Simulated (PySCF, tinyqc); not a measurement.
CCSD on RHF in the sto-3g basis, for H4, spin multiplicity 1, step by step. The lowest restricted solution is unstable here: a spin-polarised one lies 0.0602 hartree lower (PySCF). One step of it, computed by the program tinyqc.

Problem. CCSD: starting amplitudes. t_ij^ab = <ij||ab> / (e_i + e_j - e_a - e_b), whose energy is MP2.

orbital energies (hartree): MO1 -0.590911, MO2 -0.253443, MO3 0.224714, MO4 0.614074

Two-electron integrals over orbitals (pq|rs), unique and non-zero (hartree):
```
(11|11) 0.486384   (21|21) 0.144232   (22|11) 0.477619   (22|22) 0.486191
(31|31) 0.127213   (32|32) 0.085711   (33|11) 0.474117   (33|22) 0.469246
(33|33) 0.481715   (41|32) 0.084125   (41|41) 0.082613   (42|31) 0.129257
(42|42) 0.141606   (43|21) 0.144700   (43|43) 0.158991   (44|11) 0.479759
(44|22) 0.487975   (44|33) 0.487859   (44|44) 0.507064
```

Give: Starting amplitudes; correlation energy.

Solution.

Starting amplitudes (spin orbitals 1a, 1b, ...; amplitudes related by a flip of all spins are not repeated):
```
from      to        t
2a 2b  3a 3b  -0.0896
2a 2b  4a 4b  -0.0816
1a 1b  3a 3b  -0.0780
1a 2b  3a 4b  -0.0768
1a 2b  3b 4a   0.0500
1a 1b  4a 4b  -0.0343
1a 2a  3a 4a  -0.0268
```

correlation energy = -0.062674 hartree
